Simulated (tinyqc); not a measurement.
Changing the frequency f: longitudinal sound in a periodic multilayer: transfer matrices, stop bands and folded phonons. Computed by tinyqc, a small Python program. Command: `OMP_NUM_THREADS=1 python tinyqc.py 3008711 3008712 out.jsonl multilayer sweep`. One thread of a shared host (Intel(R) Xeon(R) Processor @ 2.30GHz), about 0.01 s of CPU time with the checks.

Layers 1 and 2 repeat with period d = d_1 + d_2; waves travel normal to the layers, without loss. State vector (u, s): displacement u and stress divided by omega. Impedances Z = rho v are in 1e6 kg/(m^2 s).

Inputs (values chosen for the exercise, modelled on silica (layer 1), platinum (layer 2) and gallium arsenide (substrate)):

| quantity | value | unit |
|---|---|---|
| density rho_1 | 2.22 | g/cm^3 |
| velocity v_1 | 5920 | m/s |
| thickness d_1 | 156 | nm |
| density rho_2 | 21.6 | g/cm^3 |
| velocity v_2 | 4110 | m/s |
| thickness d_2 | 35.7 | nm |
| substrate density | 5.23 | g/cm^3 |
| substrate velocity | 4730 | m/s |
| periods N | 4 | - |

Method:
- Z = rho v; interface reflection r = (Z_2 - Z_1)/(Z_2 + Z_1) (stress amplitude, from 1 into 2); Bragg frequency f_B = 1/[2 (d_1/v_1 + d_2/v_2)]; long-wave velocity v_eff = d/sqrt[(d_1/v_1)^2 + (d_2/v_2)^2 + (Z_1/Z_2 + Z_2/Z_1)(d_1/v_1)(d_2/v_2)].
- A layer maps (u, s) by [[cos p, sin p/Z], [-Z sin p, cos p]], p = 2 pi f d_i/v_i; one period is M = M_2 M_1, and cos(q d) = trace(M)/2.
- For N periods A = M^N. A wave comes from a thick layer of material 1 and leaves into the substrate (Z_s): transmitted power T = 4 Z_1 Z_s/|Z_1 A_22 + Z_s A_11 - i (Z_1 Z_s A_12 - A_21)|^2, reflected power R = 1 - T.

One run for each value:

| frequency f (GHz) | trace(M)/2 | transmitted power T | T in decibel (dB) |
|---|---|---|---|
| 2.85 | 0.6369 | 8.4693e-01 | -0.722 |
| 5.27 | -0.1335 | 6.8875e-01 | -1.619 |
| 7.68 | -1.0730 | 2.1316e-02 | -16.713 |
| 10.10 | -1.8846 | 2.5755e-04 | -35.891 |
| 12.50 | -2.2823 | 5.5019e-05 | -42.595 |
| 14.90 | -2.1028 | 7.3135e-05 | -41.359 |
| 17.30 | -1.3292 | 1.4443e-03 | -28.403 |
| 19.80 | -0.0514 | 8.1485e-01 | -0.889 |
| 22.20 | 1.3423 | 9.7141e-04 | -30.126 |
| 24.60 | 2.5629 | 1.1655e-05 | -49.335 |
| 27.00 | 3.3118 | 2.2612e-06 | -56.457 |
| 29.40 | 3.4027 | 1.8983e-06 | -57.216 |
| 31.80 | 2.8116 | 6.3628e-06 | -51.963 |
| 34.20 | 1.6831 | 1.8724e-04 | -37.276 |

Describe and explain the trends.

Over the rows, trace(M)/2 lies between -2.28 and 3.40 without a single trend. Rows with |trace/2| > 1 lie in stop bands: 11 of 14; the smallest T, 1.9e-6, falls at 29.4 GHz.

Extremes, crossings and ranges named in words are read from the listed rows.
